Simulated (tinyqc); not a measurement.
Capture against temperature: configuration-coordinate model of carrier capture at a defect.

Two parabolas of equal curvature k in one coordinate Q: with the carrier free at the band edge, U_f = k Q^2/2; with the carrier trapped, U_t = k (Q - dQ)^2/2 - ET. ER = k dQ^2/2, Huang-Rhys factor S = ER/hw, hw = 0.0646541 sqrt(k/M) eV for k in eV/angstrom^2 and M in u. The curves cross at a height Eb = (ER - ET)^2/(4 ER) above the free minimum.

Multiphonon factor for giving p = ET/hw phonons to the lattice: W = exp(-S (2 nb + 1)) ((nb + 1)/nb)^(p/2) I_p(x), nb = 1/(exp(hw/kT) - 1), x = 2 S sqrt(nb (nb + 1)), I_p the modified Bessel function. Classical limit: W = hw exp(-Eb/kT)/sqrt(4 pi ER kT). At T = 0: exp(-S) S^p/Gamma(p + 1).

Constants: kB = 8.617333262e-05 eV/K.

Inputs chosen for the exercise (out of a larger set: of the size met at a DX centre in AlGaAs; not measured data):

| symbol | value | unit | meaning |
|---|---|---|---|
| ET | 0.09 | eV | thermal depth of the level below the band edge |
| ER | 0.7 | eV | relaxation energy |
| hw | 0.01 | eV | phonon energy of the mode |

The local activation energy is -d ln W/d(1/kT), by central differences with T changed by 1 %.

Against T:

| T (K) | kT/hw | log10 W | log10 W, classical | activation energy (eV) |
|---|---|---|---|---|
| 40 | 0.345 | -14.863 | -17.985 | 0.0665 |
| 60 | 0.517 | -11.452 | -12.491 | 0.0957 |
| 80 | 0.689 | -9.302 | -9.763 | 0.1085 |
| 120 | 1.034 | -6.917 | -7.061 | 0.1178 |
| 160 | 1.379 | -5.665 | -5.728 | 0.1203 |
| 220 | 1.896 | -4.630 | -4.655 | 0.1203 |
| 300 | 2.585 | -3.901 | -3.911 | 0.1182 |
| 400 | 3.447 | -3.411 | -3.415 | 0.1146 |
| 550 | 4.740 | -3.026 | -3.028 | 0.1086 |

log10 W at T = 0 = -19.354
Eb = 0.1329 eV

At 40 K log10 W is -14.86, against -19.35 at T = 0 and -18.0 classically; at 550 K the two forms differ by 0.00. The activation energy read from an Arrhenius plot goes from 0.066 eV at 40 K to 0.109 at 550 K, with its largest value 0.120 at 220 K, against Eb = 0.133 eV; the classical form itself gives Eb - kT/2. A measured slope therefore understates the barrier.

(tinyqc, `OMP_NUM_THREADS=1 python tinyqc.py 1450835 1450836 out.jsonl`, Intel(R) Xeon(R) Processor @ 2.30GHz, 1 thread, shared host, about 0.01 s.)
